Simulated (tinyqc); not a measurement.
From results back to parameters: Wannier exciton and Elliott formula. Three cases, with inputs chosen for the exercise.

Problem. Bulk exciton lines lie at Eg - Ry*/n^2 with Ry* = Ry mu/eps^2. Lines n = 1 and 2 were computed from hidden Eg and mu.

Constants: Ry = 13.60569312 eV; a0 (Bohr radius) = 0.5291772105 angstrom.

Case 1.

Values chosen (out of a larger set: near those of InGaAs; not measured data): eps = 14.4 (dielectric constant).

lines (eV): 0.810993  0.812498

Case 2.

Values chosen (out of a larger set: near those of ZnSe; not measured data): eps = 8.8 (dielectric constant).

lines (eV): 2.772363  2.788591

Case 3.

Values chosen (out of a larger set: near those of GaN; not measured data): eps = 9.2 (dielectric constant).

lines (eV): 3.577381  3.596595

Find: Ry*; Eg; mu; a* = a0 eps/mu.

Solution. The spacing is Ry* (1/1 - 1/4).

Case 1.

Ry* = 2.01 meV
Eg = 0.8130 eV
mu = 0.031 m0
a* = a0 eps/mu = 249 angstrom

Case 2.

Ry* = 21.64 meV
Eg = 2.7940 eV
mu = 0.123 m0
a* = a0 eps/mu = 38 angstrom

Case 3.

Ry* = 25.62 meV
Eg = 3.6030 eV
mu = 0.159 m0
a* = a0 eps/mu = 31 angstrom

Computed by tinyqc, one run a case: `OMP_NUM_THREADS=1 python tinyqc.py N N+1 out.jsonl` with N = 1281696, 1281895, 1282064; one thread of a shared Intel(R) Xeon(R) Processor @ 2.30GHz, about 0.03 s a run at most.
